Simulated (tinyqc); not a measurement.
From results back to parameters: six-band Luttinger-Kohn model with strain. Two cases, with inputs chosen for the exercise.

Problem. A layer on a (001) face has exx = eyy = e_par and ezz = -2 (C12/C11) e_par. Its valence edges are E(HH) = -P - Q and E(LH), E(SO) = -P + (Q - Dso +/- sqrt(Dso^2 + 2 Dso Q + 9 Q^2))/2 with P = -av tr(e), Q = -(b/2)(exx + eyy - 2 ezz), counted from the unstrained top.

Case 1.

Values chosen (near those of Ge; the results hold for these values, not for the real material): Dso = 0.289 eV (spin-orbit splitting); C11 = 129.1 GPa; C12 = 48 GPa; e_par = -0.0096 (in-plane strain of a (001) layer).

E(HH), E(LH), E(SO) (eV): 0.0280623  -0.0437504  -0.3181800

Case 2.

Values chosen (near those of Si; the results hold for these values, not for the real material): Dso = 0.045 eV (spin-orbit splitting); C11 = 167.6 GPa; C12 = 62.4 GPa; e_par = -0.0058 (in-plane strain of a (001) layer).

E(HH), E(LH), E(SO) (eV): 0.0043215  -0.0180637  -0.0847742

Find: ezz; P; Q; av; b.

Solution. The three edges add up to -3 P - Dso, which gives P; E(HH) then gives Q; av = -P/tr(e) and b = -Q/(e_par - ezz).

Case 1.

ezz = 0.007139
P = 0.01496 eV
Q = -0.04302 eV
av = 1.24 eV
b = -2.57 eV

Case 2.

ezz = 0.004319
P = 0.01784 eV
Q = -0.02216 eV
av = 2.45 eV
b = -2.19 eV

Computed by tinyqc, one run a case: `OMP_NUM_THREADS=1 python tinyqc.py N N+1 out.jsonl` with N = 1050947, 1050967; one thread of a shared Intel(R) Xeon(R) Processor @ 2.30GHz, about 0.08 s a run at most.
